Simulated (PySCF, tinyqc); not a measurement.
CISD on RHF in the sto-3g basis, for H4, spin multiplicity 1, step by step. The lowest restricted solution is unstable here: a spin-polarised one lies 0.1017 hartree lower (PySCF). One step of it, computed by the program tinyqc.

Task: CISD: roots. Diagonalise (each vector has its largest component positive (the first on a tie)); all determinants have Ms = 0, so triplets appear too. The lowest singlet root is the correlation energy.

Occupation strings over the orbitals (2 doubly, a alpha, b beta, 0 empty; spin orbitals ordered 1a 1b 2a 2b ...): 2200 aabb 2020 abab 2002 abba baab 0220 baba 0202 bbaa

H - E(HF) between determinants (hartree):
```
           2200       aabb       2020       abab       2002       abba       baab       0220
2200   0.000000  -0.028607   0.102269  -0.099968   0.136971   0.128574   0.128574   0.123074
aabb  -0.028607   0.530854   0.099968  -0.102269  -0.128574  -0.136971  -0.123074  -0.128574
2020   0.102269   0.099968   0.339821   0.061715   0.174992  -0.161683  -0.161683   0.156891
abab  -0.099968  -0.102269   0.061715   0.602692   0.161683  -0.174992  -0.156891   0.161683
2002   0.136971  -0.128574   0.174992   0.161683   0.656126  -0.033108  -0.033108   0.000000
abba   0.128574  -0.136971  -0.161683  -0.174992  -0.033108   0.662733   0.000000  -0.033108
baab   0.128574  -0.123074  -0.161683  -0.156891  -0.033108   0.000000   0.662733  -0.033108
0220   0.123074  -0.128574   0.156891   0.161683   0.000000  -0.033108  -0.033108   0.670441
baba  -0.099968  -0.097735   0.061715   0.000000   0.161683  -0.156891  -0.174992   0.161683
0202   0.097735   0.099968   0.000000   0.061715   0.156891  -0.161683  -0.161683   0.174992
bbaa  -0.028607   0.000000   0.099968  -0.097735  -0.128574  -0.123074  -0.136971  -0.128574

           baba       0202       bbaa
2200  -0.099968   0.097735  -0.028607
aabb  -0.097735   0.099968   0.000000
2020   0.061715   0.000000   0.099968
abab   0.000000   0.061715  -0.097735
2002   0.161683   0.156891  -0.128574
abba  -0.156891  -0.161683  -0.123074
baab  -0.174992  -0.161683  -0.136971
0220   0.161683   0.174992  -0.128574
baba   0.602692   0.061715  -0.102269
0202   0.061715   0.881061   0.099968
bbaa  -0.102269   0.099968   0.530854
```

Give: lowest roots of this matrix, relative to E(HF); lowest vectors; <S^2> of these roots; weight of the ground state by excitation level 0, 1, 2, ....

Result:

lowest roots of this matrix, relative to E(HF) (hartree): -0.156  0.026  0.071  0.514  0.529  0.599  0.664  0.669

lowest vectors:
```
      root 1  root 2  root 3  root 4
2200   0.897   0.097   0.000   0.301
aabb   0.020  -0.257   0.408   0.208
2020  -0.243   0.638   0.000   0.665
abab   0.139   0.133   0.408  -0.250
2002  -0.139  -0.417   0.000   0.207
abba  -0.159   0.124   0.408   0.042
baab  -0.159   0.124   0.408   0.042
0220  -0.125  -0.394   0.000   0.328
baba   0.139   0.133   0.408  -0.250
0202  -0.112   0.234   0.000  -0.317
bbaa   0.020  -0.257   0.408   0.208
```

<S^2> of these roots: 0.000  0.000  6.000  0.000  2.000  2.000  0.000  2.000

weight of the ground state by excitation level 0, 1, 2, ...: 0.804  0.000  0.196

The reference has a weight of only 0.80: one determinant is a poor start here.
